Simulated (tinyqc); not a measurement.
# Worked calculation: reverse leakage of an n+-p junction: diffusion, generation, trap-assisted and band-to-band tunnelling

tinyqc, about 0.01 s, one thread, Intel Xeon 2.30GHz (shared host): `OMP_NUM_THREADS=1 python tinyqc.py 2290111 2290112 out.jsonl` Printed values are rounded.

One-sided abrupt junction in the depletion approximation, x from the junction (0) to W on the p side, field F = F0 (1 - x/W). Flat quasi-Fermi levels, long p side. Traps generate through SRH with both lifetimes shortened by 1 + Gamma (Hurkx enhancement, form for moderate fields); band-to-band generation is local and needs a total bending above Eg.

Values chosen for this exercise; band and dielectric values close to those of silicon:
- T = 350 K (temperature)
- Eg = 1.11 eV (band gap)
- eps_r = 11.6 (relative permittivity)
- Nc = 3.5e19 cm^-3 (conduction-band density of states at T)
- Nv = 3.3e19 cm^-3 (valence-band density of states at T)
- Na = 6.7e17 cm^-3 (acceptor density of the lighter side)
- Nd = 5e19 cm^-3 (donor density of the heavier side)
- tau = 1e-8 s (SRH lifetime of both carriers at zero field)
- Et = 0 eV (trap level above the intrinsic level)
- mt = 0.27 m0 (tunnelling mass)
- Dn = 28 cm^2/s (electron diffusion coefficient on the lighter side)
- Ab = 4.4e14 cm^-0.5 V^-2.5 s^-1 (band-to-band prefactor)
- Bb = 1.95e7 V/cm (band-to-band field constant)
- VR = 0.4 V (reverse bias)

Constants: q = 1.602176634e-19 C, kB = 1.380649e-23 J/K, hbar = 1.054571817e-34 J s, m0 = 9.1093837015e-31 kg, Vt = kB T/q, eps0 = 8.8541878128e-14 F/cm where lengths are in cm. Results are converted to the units shown.

Range of the model: The n+ side is degenerate, so Vbi from Boltzmann statistics is only a guide.

## Field, scales and diffusion current

ni = sqrt(Nc Nv) exp(-Eg/(2 Vt)), Eg in volts; Vbi = Vt ln(Na Nd/ni^2); W = sqrt(2 eps0 eps_r (Vbi + VR)/(q Na)); F0 = 2 (Vbi + VR)/W; FG = sqrt(24 mt m0 (kB T)^3)/(q hbar); J_diff = q ni^2 sqrt(Dn/tau)(1 - exp(-VR/Vt))/Na.

ni = 3.464517e11 cm^-3
Vbi = 1.003222 V
W = 51.81899 nm
F0 = 541.5860 kV/cm
FG = 483.0281 kV/cm
J_diff = 1.518796e-9 A/cm^2

## Generation rates across the layer

u = (Vbi + VR)(1 - x/W)^2, p = Na exp(-u/Vt), n = Nd exp((u - Vbi - VR)/Vt); G0 = ni^2 (1 - exp(-VR/Vt))/(tau (n + p + 2 ni cosh(Et/Vt))); Gamma = 2 sqrt(3 pi)(F/FG) exp((F/FG)^2); trap-assisted part G0 Gamma; G_bb = Ab F^2.5 exp(-Bb/F) with F in V/cm, zero unless Vbi + VR > Eg, and counted as zero under 1 cm^-3 s^-1. 15 equal steps.

```
point    x (nm)  F (kV/cm)      Gamma  G0 (cm^-3 s^-1)  G0 Gamma (cm^-3 s^-1)  G_bb (cm^-3 s^-1)
0       0.00000   541.5860   24.20123      2.400572e11            5.809679e12        2.191243e13
1       3.45460   505.4802   19.20896      9.651115e13            1.853879e15        1.408831e12
2       6.90920   469.3745   15.33917      2.562110e16            3.930065e17        6.020591e10
3      10.36380   433.2688   12.31334      3.579145e18            4.407122e19         1.545905e9
4      13.81840   397.1631   9.926044      1.676853e19            1.664452e20         2.078679e7
5      17.27300   361.0573   8.024642      1.729762e19            1.388072e20         1.207806e5
6      20.72760   324.9516   6.494765      1.647472e19            1.069995e20           229.8519
7      24.18219   288.8459   5.250001      6.345146e18            3.331202e19                  0
8      27.63679   252.7401   4.224438      4.389089e17            1.854143e18                  0
9      31.09139   216.6344   3.367261      3.057199e16            1.029439e17                  0
10     34.54599   180.5287   2.638781      3.149105e15            8.309799e15                  0
11     38.00059   144.4229   2.007494      4.898167e14            9.833042e14                  0
12     41.45519   108.3172   1.447870      1.151933e14            1.667849e14                  0
13     44.90979    72.2115  0.9386540      4.096546e13            3.845239e13                  0
14     48.36439    36.1057  0.4615256      2.202985e13            1.016734e13                  0
15     51.81899     0.0000          0      1.791470e13                      0                  0
```

## Current components

Each current is q times the trapezoid sum of its rate; J adds J_diff; J_bb under 1e-8 of the sum is given as 0.

J_SRH = 3.374294e-6 A/cm^2
J_TAT = 2.723141e-5 A/cm^2
J_bb = 6.878092e-13 A/cm^2
J = 3.060722e-5 A/cm^2

A fine grid gives J = 3.121e-5 A/cm^2; the coarse sum is 1.9 % below it. On the fine grid the largest part is trap-assisted tunnelling (89.0 %). The simple estimate q ni W/(2 tau cosh(Et/Vt)) is 4.20 times the fine-grid J_SRH of 3.427e-6 A/cm^2, since near both edges n or p is large enough to quench generation.
